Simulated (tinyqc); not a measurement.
Heterojunction of two tight-binding chains: sweeps and comparisons. A value that a table varies takes the place of the one given here.

Left chain: hopping -t1, sites at 2 t1 (band bottom 0). Right chain: hopping -t2, sites at dE + 2 t2 (bottom dE). t = c/(m a^2), c = hbar^2/2m0. The bond across the interface is -tc with tc = f sqrt(t1 t2), and the last left site has the extra energy U. In a chain E = bottom + 2t (1 - cos(ka)); the surface Green function of a half chain is g = -exp(ika)/t, with Im k > 0 where cos(ka) > 1.

Constants: hbar^2/2m0 = 3.80998211 eV angstrom^2.

Parameters, chosen for this exercise (masses and offset of the size met at Si / SiGe; not measured data):

| symbol | value | unit | meaning |
|---|---|---|---|
| a | 5.65 | angstrom | site spacing |
| m1 | 0.18 | m0 | mass on the left |
| m2 | 0.215 | m0 | mass on the right |
| dE | 0.18 | eV | band offset |
| f | 0.99 |  | factor on the interface hopping |
| U | 0 | eV | extra energy on the last left site |
| E | 0.196 | eV | electron energy |

## Transmission against energy, and which matching rule a chain obeys

Chain A is the junction as given; chain B has tc = sqrt(t1 t2) and U = 0; chain C has tc = t2 and U = t2 - t1, the finite-difference form of -d/dx (c/m) d/dx. Continuum formulas T = 4 x y/(x + y)^2 with parabolic k: x, y = k/m on each side (BenDaniel-Duke) or x, y = k (slope continuous).

T:

| E - dE (eV) | E (eV) | chain A | chain B | chain C | k/m matched | k matched |
|---|---|---|---|---|---|---|
| 0.002 | 0.182 | 0.3583 | 0.3587 | 0.3103 | 0.3194 | 0.3689 |
| 0.005 | 0.185 | 0.5034 | 0.5039 | 0.4429 | 0.4546 | 0.5164 |
| 0.010 | 0.190 | 0.6272 | 0.6277 | 0.5605 | 0.5736 | 0.6411 |
| 0.020 | 0.200 | 0.7500 | 0.7506 | 0.6828 | 0.6962 | 0.7635 |
| 0.050 | 0.230 | 0.8839 | 0.8844 | 0.8266 | 0.8385 | 0.8945 |
| 0.100 | 0.280 | 0.9488 | 0.9492 | 0.9047 | 0.9142 | 0.9560 |
| 0.200 | 0.380 | 0.9828 | 0.9830 | 0.9522 | 0.9592 | 0.9867 |
| 0.400 | 0.580 | 0.9962 | 0.9963 | 0.9761 | 0.9814 | 0.9977 |

Chain C follows the k/m rule within 0.0134 and chain B the plain k rule within 0.0134, while the two rules differ by up to 0.0675: in B the self-energy of the right side is -t1 exp(i k2 a), so only k2 enters, and in C it is -t2 exp(i k2 a), which carries 1/m2. Chain A, with f = 0.99 and U = 0 eV, has an interface term of its own and lies up to 0.0006 from B and 0.0672 from C.

## When the interface binds a state

A state below both bands solves E - 2 t1 - U - S1(E) - S2(E) = 0 for E < 0, with S1 = -t1 z1, S2 = -(tc^2/t2) z2 and |z| < 1 the decaying root of z + 1/z = 2 - (E - bottom)/t. Decay lengths -a/ln|z|. The threshold is the U that solves the equation at E = 0. A dash: no bound state.

Interface state:

| U (eV) | E (eV) | decay left (angstrom) | decay right (angstrom) |
|---|---|---|---|
| -0.09 | - | - | - |
| -0.18 | - | - | - |
| -0.26 | - | - | - |
| -0.32 | -0.0010 | 142.5 | 10.0 |
| -0.38 | -0.0091 | 48.2 | 9.8 |
| -0.47 | -0.0314 | 26.0 | 9.3 |
| -0.59 | -0.0739 | 17.0 | 8.5 |
| -0.88 | -0.2167 | 10.0 | 6.9 |

threshold U = -0.2926 eV

The step and the weakened interface bond push the state out, so an attraction must exceed 0.2926 eV to bind; 5 of the 8 rows are bound. At U = -0.88 eV the state decays over 10.0 angstrom to the left and 6.9 to the right, where the band lies higher.

## What each parameter does

T = 4 Im(S1) Im(S2) |G|^2 with G = 1/(E - 2 t1 - U - S1 - S2), S1 = -t1 exp(i k1 a), S2 = -(tc^2/t2) exp(i k2 a). Each row changes one parameter from the base and keeps the others.

Results:

| case | T | k1 a | k2 a |
|---|---|---|---|
| base | 0.7115 | 0.5506 | 0.1700 |
| m1 = 0.216 m0 | 0.6735 | 0.6048 | 0.1700 |
| m2 = 0.258 m0 | 0.7463 | 0.5506 | 0.1862 |
| dE = 0.13 eV | 0.9443 | 0.5506 | 0.3465 |
| f = 0.891 | 0.6429 | 0.5506 | 0.1700 |
| U = 0.2 eV | 0.6803 | 0.5506 | 0.1700 |
| a = 4.52 angstrom | 0.7161 | 0.4385 | 0.1359 |

The largest shifts from the base row, up to three for each result and ties (the steps differ in size, so this ranks the rows, not the parameters). T: dE +0.2328, f -0.0686, m1 -0.0380. k1 a: a -0.1122, m1 +0.0541; unchanged at the printed digits by m2, dE, f and U. k2 a: dE +0.1766, a -0.0341, m2 +0.0163; unchanged at the printed digits by m1, f and U.

Program tinyqc; command `OMP_NUM_THREADS=1 python tinyqc.py 1480040 1480041 out.jsonl`; about 0.01 s on one thread of a shared Intel(R) Xeon(R) Processor @ 2.30GHz.
